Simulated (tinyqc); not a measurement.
UHF in the sto-3g basis, for H4, spin multiplicity 3, step by step. This run ends on a higher stationary point, not on the lowest solution. Computed by tinyqc, a small Python program that keeps every step (integrals from PySCF). Settings: charge = 0, multiplicity = 3, basis = sto-3g, energy threshold = 1e-10, iteration cap = 67, orthogonalisation = symmetric, start = core, DIIS depth = 6, method = UHF. Command: `OMP_NUM_THREADS=1 python tinyqc.py 24693 24694 out.jsonl` (the two numbers bound the seeds that draw the settings). One thread of a shared host (Intel(R) Xeon(R) Processor @ 2.60GHz), about 0.08 s of CPU time with the checks. Later iterations appear only in the table of the cycle.

## One-electron integrals

Geometry (angstrom):
```
atom         x         y         z
H     0.000000  0.000000  0.000000
H     0.000000  0.000000  0.995000
H     0.000000  1.624000  0.000000
H     0.000000  1.624000  0.995000
```

Basis sto-3g: exponents (1/bohr^2) and contraction coefficients of normalised primitives:
```
element  l (shell)  exponent  coefficient
H            s (1)  3.425251     0.154329
H            s (1)  0.623914     0.535328
H            s (1)  0.168855     0.444635
```

Overlap, kinetic and nuclear-attraction integrals over the contracted functions; the nuclear repulsion is the sum of Za Zb / Rab.

nuclear repulsion = 2.27105983 hartree

overlap S:
```
          1H 1s     2H 1s     3H 1s     4H 1s
1H 1s  1.000000  0.499435  0.214347  0.139148
2H 1s  0.499435  1.000000  0.139148  0.214347
3H 1s  0.214347  0.139148  1.000000  0.499435
4H 1s  0.139148  0.214347  0.499435  1.000000
```

kinetic energy T (hartree):
```
           1H 1s      2H 1s      3H 1s      4H 1s
1H 1s   0.760032   0.113176   0.001047  -0.008652
2H 1s   0.113176   0.760032  -0.008652   0.001047
3H 1s   0.001047  -0.008652   0.760032   0.113176
4H 1s  -0.008652   0.001047   0.113176   0.760032
```

nuclear attraction V (hartree):
```
           1H 1s      2H 1s      3H 1s      4H 1s
1H 1s  -2.344540  -1.109285  -0.439124  -0.293598
2H 1s  -1.109285  -2.344540  -0.293598  -0.439124
3H 1s  -0.439124  -0.293598  -2.344540  -1.109285
4H 1s  -0.293598  -0.439124  -1.109285  -2.344540
```

core Hamiltonian H = T + V (hartree):
```
           1H 1s      2H 1s      3H 1s      4H 1s
1H 1s  -1.584508  -0.996109  -0.438076  -0.302250
2H 1s  -0.996109  -1.584508  -0.302250  -0.438076
3H 1s  -0.438076  -0.302250  -1.584508  -0.996109
4H 1s  -0.302250  -0.438076  -0.996109  -1.584508
```

## Two-electron integrals

Functions are numbered as in S; the eight-fold symmetry (ij|kl) = (ji|kl) = (kl|ij) leaves the list below.

Two-electron integrals (ij|kl) in chemists' order, unique and non-zero (hartree):
```
(11|11) 0.774606   (21|11) 0.311626   (21|21) 0.159950   (22|11) 0.479673
(22|21) 0.311626   (22|22) 0.774606   (31|11) 0.111001   (31|21) 0.049004
(31|22) 0.082624   (31|31) 0.025393   (32|11) 0.062666   (32|21) 0.033211
(32|22) 0.066832   (32|31) 0.014871   (32|32) 0.010145   (33|11) 0.321618
(33|21) 0.152658   (33|22) 0.276511   (33|31) 0.111001   (33|32) 0.066832
(33|33) 0.774606   (41|11) 0.066832   (41|21) 0.033211   (41|22) 0.062666
(41|31) 0.014871   (41|32) 0.009990   (41|33) 0.062666   (41|41) 0.010145
(42|11) 0.082624   (42|21) 0.049004   (42|22) 0.111001   (42|31) 0.019097
(42|32) 0.014871   (42|33) 0.082624   (42|41) 0.014871   (42|42) 0.025393
(43|11) 0.152658   (43|21) 0.078312   (43|22) 0.152658   (43|31) 0.049004
(43|32) 0.033211   (43|33) 0.311626   (43|41) 0.033211   (43|42) 0.049004
(43|43) 0.159950   (44|11) 0.276511   (44|21) 0.152658   (44|22) 0.321618
(44|31) 0.082624   (44|32) 0.062666   (44|33) 0.479673   (44|41) 0.066832
(44|42) 0.111001   (44|43) 0.311626   (44|44) 0.774606
```

## Orthogonalisation

S = U s U^T; symmetric (Loewdin) form X = U s^(-1/2) U^T, so that X^T S X = 1.

eigenvalues of S: 0.425366  0.575764  1.145940  1.852931

X:
```
           1H 1s      2H 1s      3H 1s      4H 1s
1H 1s   1.129986  -0.295592  -0.103727   0.003966
2H 1s  -0.295592   1.129986   0.003966  -0.103727
3H 1s  -0.103727   0.003966   1.129986  -0.295592
4H 1s   0.003966  -0.103727  -0.295592   1.129986
```

## Starting guess

The start is the orbitals of the core Hamiltonian; D(s) = C_occ C_occ^T for each spin.

D(alpha) at the start:
```
           1H 1s      2H 1s      3H 1s      4H 1s
1H 1s   0.787289  -0.081123   0.350966  -0.517446
2H 1s  -0.081123   0.787289  -0.517446   0.350966
3H 1s   0.350966  -0.517446   0.787289  -0.081123
4H 1s  -0.517446   0.350966  -0.081123   0.787289
```

D(beta) at the start:
```
          1H 1s     2H 1s     3H 1s     4H 1s
1H 1s  0.134921  0.134921  0.134921  0.134921
2H 1s  0.134921  0.134921  0.134921  0.134921
3H 1s  0.134921  0.134921  0.134921  0.134921
4H 1s  0.134921  0.134921  0.134921  0.134921
```

## Iteration 1: building the Fock matrix

J_ij = sum D_kl (ij|kl) with D = D(alpha) + D(beta), K_ij = sum D_kl (ik|jl) for each spin; F = H + J - K(s); E = tr D H + tr D J / 2 - 0.5 sum_s tr D(s) K(s) + E_nn.

Coulomb J (hartree):
```
          1H 1s     2H 1s     3H 1s     4H 1s
1H 1s  1.847353  0.926396  0.388153  0.259494
2H 1s  0.926396  1.847353  0.259494  0.388153
3H 1s  0.388153  0.259494  1.847353  0.926396
4H 1s  0.259494  0.388153  0.926396  1.847353
```

exchange K(alpha) (hartree):
```
          1H 1s     2H 1s     3H 1s     4H 1s
1H 1s  0.692120  0.418354  0.188361  0.082460
2H 1s  0.418354  0.692120  0.082460  0.188361
3H 1s  0.188361  0.082460  0.692120  0.418354
4H 1s  0.082460  0.188361  0.418354  0.692120
```

exchange K(beta) (hartree):
```
          1H 1s     2H 1s     3H 1s     4H 1s
1H 1s  0.289161  0.239717  0.172987  0.159540
2H 1s  0.239717  0.289161  0.159540  0.172987
3H 1s  0.172987  0.159540  0.289161  0.239717
4H 1s  0.159540  0.172987  0.239717  0.289161
```

F(alpha) (hartree):
```
           1H 1s      2H 1s      3H 1s      4H 1s
1H 1s  -0.429275  -0.488067  -0.238284  -0.125216
2H 1s  -0.488067  -0.429275  -0.125216  -0.238284
3H 1s  -0.238284  -0.125216  -0.429275  -0.488067
4H 1s  -0.125216  -0.238284  -0.488067  -0.429275
```

F(beta) (hartree):
```
           1H 1s      2H 1s      3H 1s      4H 1s
1H 1s  -0.026316  -0.309430  -0.222910  -0.202296
2H 1s  -0.309430  -0.026316  -0.202296  -0.222910
3H 1s  -0.222910  -0.202296  -0.026316  -0.309430
4H 1s  -0.202296  -0.222910  -0.309430  -0.026316
```

total energy of this density = -1.79284358 hartree

## Iteration 1: diagonalisation and new density

Diagonalise F' = X^T F X, C = X C', fill 3 alpha and 1 beta electrons from the bottom; D(s) = C_occ C_occ^T. Each column has its largest component positive (the first on a tie).

F' = X^T F X (alpha) (hartree):
```
           1          2          3          4
1  -0.216199  -0.371081  -0.176560   0.072588
2  -0.371081  -0.216199   0.072588  -0.176560
3  -0.176560   0.072588  -0.216199  -0.371081
4   0.072588  -0.176560  -0.371081  -0.216199
```

orbital energies (alpha) (hartree): MO1 -0.691252, MO2 -0.483308, MO3 -0.094267, MO4 0.404030

coefficients C (alpha):
```
            MO1        MO2        MO3        MO4
1H 1s  0.367316   0.467078   0.658943   0.766635
2H 1s  0.367316   0.467078  -0.658943  -0.766635
3H 1s  0.367316  -0.467078   0.658943  -0.766635
4H 1s  0.367316  -0.467078  -0.658943   0.766635
```

F' = X^T F X (beta) (hartree):
```
           1          2          3          4
1   0.209337  -0.375641  -0.186717  -0.057654
2  -0.375641   0.209337  -0.057654  -0.186717
3  -0.186717  -0.057654   0.209337  -0.375641
4  -0.057654  -0.186717  -0.375641   0.209337
```

orbital energies (beta) (hartree): MO1 -0.410675, MO2 0.078067, MO3 0.455915, MO4 0.714040

coefficients C (beta):
```
            MO1        MO2        MO3        MO4
1H 1s  0.367316   0.467078   0.658943   0.766635
2H 1s  0.367316   0.467078  -0.658943  -0.766635
3H 1s  0.367316  -0.467078   0.658943  -0.766635
4H 1s  0.367316  -0.467078  -0.658943   0.766635
```

D(alpha) after iteration 1:
```
           1H 1s      2H 1s      3H 1s      4H 1s
1H 1s   0.787289  -0.081123   0.350966  -0.517446
2H 1s  -0.081123   0.787289  -0.517446   0.350966
3H 1s   0.350966  -0.517446   0.787289  -0.081123
4H 1s  -0.517446   0.350966  -0.081123   0.787289
```

D(beta) after iteration 1:
```
          1H 1s     2H 1s     3H 1s     4H 1s
1H 1s  0.134921  0.134921  0.134921  0.134921
2H 1s  0.134921  0.134921  0.134921  0.134921
3H 1s  0.134921  0.134921  0.134921  0.134921
4H 1s  0.134921  0.134921  0.134921  0.134921
```

## Iteration 2: building the Fock matrix

As before.

Coulomb J (hartree):
```
          1H 1s     2H 1s     3H 1s     4H 1s
1H 1s  1.847353  0.926396  0.388153  0.259494
2H 1s  0.926396  1.847353  0.259494  0.388153
3H 1s  0.388153  0.259494  1.847353  0.926396
4H 1s  0.259494  0.388153  0.926396  1.847353
```

exchange K(alpha) (hartree):
```
          1H 1s     2H 1s     3H 1s     4H 1s
1H 1s  0.692120  0.418354  0.188361  0.082460
2H 1s  0.418354  0.692120  0.082460  0.188361
3H 1s  0.188361  0.082460  0.692120  0.418354
4H 1s  0.082460  0.188361  0.418354  0.692120
```

exchange K(beta) (hartree):
```
          1H 1s     2H 1s     3H 1s     4H 1s
1H 1s  0.289161  0.239717  0.172987  0.159540
2H 1s  0.239717  0.289161  0.159540  0.172987
3H 1s  0.172987  0.159540  0.289161  0.239717
4H 1s  0.159540  0.172987  0.239717  0.289161
```

F(alpha) (hartree):
```
           1H 1s      2H 1s      3H 1s      4H 1s
1H 1s  -0.429275  -0.488067  -0.238284  -0.125216
2H 1s  -0.488067  -0.429275  -0.125216  -0.238284
3H 1s  -0.238284  -0.125216  -0.429275  -0.488067
4H 1s  -0.125216  -0.238284  -0.488067  -0.429275
```

F(beta) (hartree):
```
           1H 1s      2H 1s      3H 1s      4H 1s
1H 1s  -0.026316  -0.309430  -0.222910  -0.202296
2H 1s  -0.309430  -0.026316  -0.202296  -0.222910
3H 1s  -0.222910  -0.202296  -0.026316  -0.309430
4H 1s  -0.202296  -0.222910  -0.309430  -0.026316
```

total energy of this density = -1.79284358 hartree

## Iteration 2 (converged): orbitals

As before.

F' = X^T F X (alpha) (hartree):
```
           1          2          3          4
1  -0.216199  -0.371081  -0.176560   0.072588
2  -0.371081  -0.216199   0.072588  -0.176560
3  -0.176560   0.072588  -0.216199  -0.371081
4   0.072588  -0.176560  -0.371081  -0.216199
```

orbital energies (alpha) (hartree): MO1 -0.691252, MO2 -0.483308, MO3 -0.094267, MO4 0.404030

coefficients C (alpha):
```
            MO1        MO2        MO3        MO4
1H 1s  0.367316   0.467078   0.658943   0.766635
2H 1s  0.367316   0.467078  -0.658943  -0.766635
3H 1s  0.367316  -0.467078   0.658943  -0.766635
4H 1s  0.367316  -0.467078  -0.658943   0.766635
```

F' = X^T F X (beta) (hartree):
```
           1          2          3          4
1   0.209337  -0.375641  -0.186717  -0.057654
2  -0.375641   0.209337  -0.057654  -0.186717
3  -0.186717  -0.057654   0.209337  -0.375641
4  -0.057654  -0.186717  -0.375641   0.209337
```

orbital energies (beta) (hartree): MO1 -0.410675, MO2 0.078067, MO3 0.455915, MO4 0.714040

coefficients C (beta):
```
            MO1        MO2        MO3        MO4
1H 1s  0.367316   0.467078   0.658943   0.766635
2H 1s  0.367316   0.467078  -0.658943  -0.766635
3H 1s  0.367316  -0.467078   0.658943  -0.766635
4H 1s  0.367316  -0.467078  -0.658943   0.766635
```

D(alpha) after iteration 2:
```
           1H 1s      2H 1s      3H 1s      4H 1s
1H 1s   0.787289  -0.081123   0.350966  -0.517446
2H 1s  -0.081123   0.787289  -0.517446   0.350966
3H 1s   0.350966  -0.517446   0.787289  -0.081123
4H 1s  -0.517446   0.350966  -0.081123   0.787289
```

D(beta) after iteration 2:
```
          1H 1s     2H 1s     3H 1s     4H 1s
1H 1s  0.134921  0.134921  0.134921  0.134921
2H 1s  0.134921  0.134921  0.134921  0.134921
3H 1s  0.134921  0.134921  0.134921  0.134921
4H 1s  0.134921  0.134921  0.134921  0.134921
```

## Convergence

Stop when the energy changes by less than 1e-10 hartree and every element of the error matrix X^T (F D S - S D F) X (for each spin) is below 3e-06.

Course of the cycle:
```
iteration  E (hartree)    change  largest element of the error matrix
1          -1.79284358         -                             7.33e-16
2          -1.79284358  0.000000                             6.07e-16
```

PySCF UHF in the same basis, after a stability check = -1.81979009 hartree

Converged in 2 iterations. But the solution lies 0.02695 hartree above the reference: it is another stationary point, not the lowest one. Reruns (cap 100 unless said): DIIS 8: converged in 2 to a higher stationary point; damping 0.5: converged in 2 to a higher stationary point; level shift 0.5: converged in 2 to a higher stationary point; atomic densities as start, DIIS 8: converged in 3 to a higher stationary point.

## Populations, bond orders and dipole

Mulliken: Z minus the diagonal of D S on the atom; Loewdin: the same with S^(1/2) D S^(1/2); Mayer order: 2 sum_s sum (D(s) S)_ij (D(s) S)_ji over the two atoms.

Charges (e):
```
atom  Mulliken   Loewdin  Mulliken spin
1H           0  0.000000       0.500000
2H           0         0       0.500000
3H           0         0       0.500000
4H           0         0       0.500000
```

Mayer bond orders:
```
pair     order
2-1   0.250000
3-1   0.250000
3-2   0.250000
4-1   0.250000
4-2   0.250000
4-3   0.250000
```

dipole moment about the origin, x y z (debye): 0.000000  0.000000  0.000000

<S^2> of the determinant (pure state: 2) = 2.000000
